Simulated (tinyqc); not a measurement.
Limits against temperature: thermal and gravitational stress in a wafer during furnace and rapid thermal processing, and the onset of slip. Computed by tinyqc, a small Python program. Command: `OMP_NUM_THREADS=1 python tinyqc.py 3005428 3005429 out.jsonl slip walk`. One thread of a shared host (Intel(R) Xeon(R) Processor @ 2.30GHz), about 0.01 s of CPU time with the checks.

A thin free disc in plane stress, isotropic; T(r) = T_centre + dT (r/R)^n with n = 2. Stress is positive in tension; sigma_SB = 5.670374419e-8 W/(m^2 K^4), g = 9.80665 m/s^2.

Inputs (values chosen for the exercise, modelled on silicon):
```
quantity                              value        unit
wafer radius R                          100          mm
thickness t                             725  micrometre
Young's modulus E                       153         GPa
expansion alpha                        4.34      1e-6/K
prefactor A of the critical stress  0.00022         MPa
energy U of the critical stress        1.03          eV
density rho                            2330      kg/m^3
heat capacity c                         939    J/(kg K)
conductivity k                         28.4     W/(m K)
wafer spacing s                          11          mm
```

Constants: k_B = 8.617333262e-05 eV/K.

Method. Critical resolved stress tau_c = A exp(U/(k_B T)), a form chosen for the exercise; slip when 0.492799 |s_tt(R)| > tau_c; allowed |dT| = tau_c (n + 2)/(0.492799 n alpha E). In a stack heated from the rim, heat flows inward by conduction and by radiation between wafers: k_eff = k + (16/3) sigma_SB T^3 s^2/t (a diffusion estimate with the spacing as path length). A steady ramp gives the parabolic lag dT = rho c (ramp) R^2/(4 k_eff); the allowed ramp uses n = 2.

For the parabolic profile:
```
T (K)  tau_c (MPa)  allowed |dT| (K)  k_eff (W/(m K))  allowed ramp (K/min)
1050        19.329            118.14            86.83                112.52
1125         9.049             55.31           100.26                 60.83
1200         4.658             28.47           115.62                 36.11
1275         2.593             15.85           133.01                 23.12
1350         1.540              9.41           152.58                 15.76
1425         0.967              5.91           174.45                 11.30
1500         0.635              3.88           198.75                  8.47
```

From 1050 to 1500 K the allowed difference falls 30 times and the allowed ramp 13 times; radiation, which grows as T^3, gives back a factor 2.29. Ramps must slow as the wafer gets hotter.
